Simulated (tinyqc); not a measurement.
Inside a calculation. Method: Hubbard ring of 6 sites. One step of it, computed by the program tinyqc.

Problem. Mean-field iteration 1. H(up) = T + U n(down), H(down) = T + U n(up); fill the lowest levels; n(new) = n + mixing (n(out) - n); E = tr T (rho up + rho down) + U sum n_up n_down of the output.

one-body matrix (hopping and site energies) (eV):
```
           1          2          3          4          5          6
1   0.000000  -0.580000   0.000000   0.000000   0.000000  -0.580000
2  -0.580000   0.000000  -0.580000   0.000000   0.000000   0.000000
3   0.000000  -0.580000   0.000000  -0.580000   0.000000   0.000000
4   0.000000   0.000000  -0.580000   0.000000  -0.580000   0.000000
5   0.000000   0.000000   0.000000  -0.580000   0.000000  -0.580000
6  -0.580000   0.000000   0.000000   0.000000  -0.580000   0.000000
```

U = 1.900000 eV

electrons, up and down: 3  3

mixing = 1

n(up) at the start (a guess, not normalised): 1 0.950000, 2 0.050000, 3 0.950000, 4 0.050000, 5 0.950000, 6 0.050000

n(down) at the start (a guess): 1 0.050000, 2 0.950000, 3 0.050000, 4 0.950000, 5 0.050000, 6 0.950000

Give: levels, up; levels, down; energy; n(up) after iteration 1; n(down) after iteration 1.

Solution.

levels, up (eV): -0.491  -0.083  -0.083  1.983  1.983  2.391

levels, down (eV): -0.491  -0.083  -0.083  1.983  1.983  2.391

energy = -1.921 eV

n(up) after iteration 1: 1 0.875, 2 0.125, 3 0.875, 4 0.125, 5 0.875, 6 0.125

n(down) after iteration 1: 1 0.125, 2 0.875, 3 0.125, 4 0.875, 5 0.125, 6 0.875
